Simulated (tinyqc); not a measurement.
Where a level does most harm: Shockley-Read-Hall recombination through one deep level.

One level at Et with degeneracy 1: tn = 1/(sn vth Nt), tp = 1/(sp_ vth Nt), n1 = Nc exp((Et - Eg)/kT), p1 = Nv exp(-Et/kT), ni^2 = n1 p1. Equilibrium n0 = Nm, p0 = ni^2/Nm; n = n0 + dn, p = p0 + dn. U = (n p - ni^2)/(tp (n + n1) + tn (p + p1)), lifetime dn/U; emission rates en = sn vth n1, ep = sp_ vth p1.

Constants: kB = 8.617333262e-05 eV/K.

Parameters, chosen for this exercise (gap and densities of states near those of SiC at this temperature; the results hold for these values, not for the real material): Eg = 3.144 eV (gap); Nc = 3.38e+19 1/cm^3 (conduction-band density of states); Nv = 5.66e+19 1/cm^3 (valence-band density of states); T = 450 K; Nt = 1.1e+16 1/cm^3 (defects); sn = 4.1e-15 cm^2 (electron capture cross-section); sp_ = 7.7e-16 cm^2 (hole capture cross-section); vth = 22000000 cm/s (thermal velocity, both carriers); Nm = 1.1e+17 1/cm^3 (equilibrium electrons for the lifetime steps).

Et takes the values listed; G = Nt en ep/(en + ep) in a depleted region; the lifetime is for dn = 1e11 1/cm^3.

Results:
```
Et (eV),lifetime (microsecond),G (1/(cm^3 s))
0.189,0.00933,2.70e-05
0.440,0.00537,0.0175
0.943,0.00537,7.51e+03
1.195,0.00537,4.99e+06
1.446,0.00537,3.21e+09
1.698,0.00537,1.01e+09
1.949,0.00537,1.57e+06
2.201,0.00537,2.36e+03
2.452,0.00537,3.65
2.704,0.00539,0.00549
2.955,0.0180,8.48e-06
```

Give the missing row, Et (eV) = 0.692.

Computed row:
```
Et (eV)  lifetime (microsecond)  G (1/(cm^3 s))
0.692                   0.00537            11.6
```

Generation peaks where en = ep, at Eg/2 + (kT/2) ln(sp_ Nv/(sn Nc)) = 1.550 eV; the largest value listed is at 1.446 eV, and G falls by a decade for each 0.089 eV away from the peak. The lifetime is within a factor 2 of its minimum, 0.00537 microsecond, from 0.189 to 2.704 eV: recombination tolerates a wide range of Et, generation a narrow one.

Run: tinyqc, `OMP_NUM_THREADS=1 python tinyqc.py 1652710 1652711 out.jsonl`; Intel(R) Xeon(R) Processor @ 2.30GHz, one thread, shared host; about 0.01 s of CPU time with all checks.
